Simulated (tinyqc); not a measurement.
From entropy back to temperature T: Heisenberg spin cluster by exact diagonalisation: multiplets, susceptibility, level crossings. Computed by tinyqc, a small Python program. Command: `OMP_NUM_THREADS=1 python tinyqc.py 3030423 3030424 out.jsonl spincl inv`. One thread of a shared host (Intel(R) Xeon(R) Processor @ 2.30GHz), about 0.03 s of CPU time with the checks.

H = J1 sum S_i.S_j over the bonds 1-2, 2-3, 3-4, 4-5, 5-6, 6-1 + J2 sum over 1-3, 2-4, 3-5, 4-6, 5-1, 6-2 - g mu_B B S_z; J > 0 is antiferromagnetic.

Inputs (values chosen for the exercise, for a model cluster): exchange J1 = 0.435 meV; exchange J2 = -0.15 meV; g factor = 1.99.

Cluster: ring of six with second neighbours J2. Spin s of each site: 0.5.

Constants: k_B = 8.617333262e-05 eV/K.

Method. Every multiplet has one member in the block S_z = 0; diagonalise it and read the total spin from <S^2> = S (S + 1). Z = sum k (2S + 1) exp(-E/(k_B T)) over the table, k the number of multiplets; <S^2> likewise with the factor S (S + 1); chi T = N_A g^2 mu_B^2 <S^2>/(3 k_B) = 0.125049 g^2 <S^2> cm^3 K/mol (cgs, per mole of clusters); C = (<E^2> - <E>^2)/(k_B T)^2; entropy = ln Z + <E>/(k_B T).

Task: A run gave the result below. Find the temperature T, known to lie between 2.3 and 4.9 K.

entropy = 2.505985 k_B

Result:

Each step takes the trial c = (a f_b - b f_a)/(f_b - f_a), f being the result less the target and a, b, c the logarithms of the listed values; c replaces end b, the old b replaces a if the sign of f changed, and otherwise f_a is halved.

Scan of the range:

| temperature T (K) | entropy (k_B) |
|---|---|
| 2.30 | 1.57813 |
| 2.61 | 1.86423 |
| 2.96 | 2.16748 |
| 3.36 | 2.47619 |
| 3.81 | 2.76912 |
| 4.32 | 3.03523 |
| 4.90 | 3.26700 |

False position (Illinois rule, in the logarithm of the input) inside the bracket:

| step | end a | end b | trial | entropy (k_B) |
|---|---|---|---|---|
| 1 | 3.36000 | 3.81000 | 3.40323 | 2.50685 |
| 2 | 3.36000 | 3.40323 | 3.40085 | 2.50517 |
| 3 | 3.40323 | 3.40085 | 3.40200 | 2.50599 |
| 4 | 3.40085 | 3.40200 | 3.40200 | 2.50598 |

Entropy rises at every point of a 13-point scan of the range (every second point is shown), so one value fits; it is bracketed by 3.36 and 3.81. Answer: temperature T = 3.402 K.
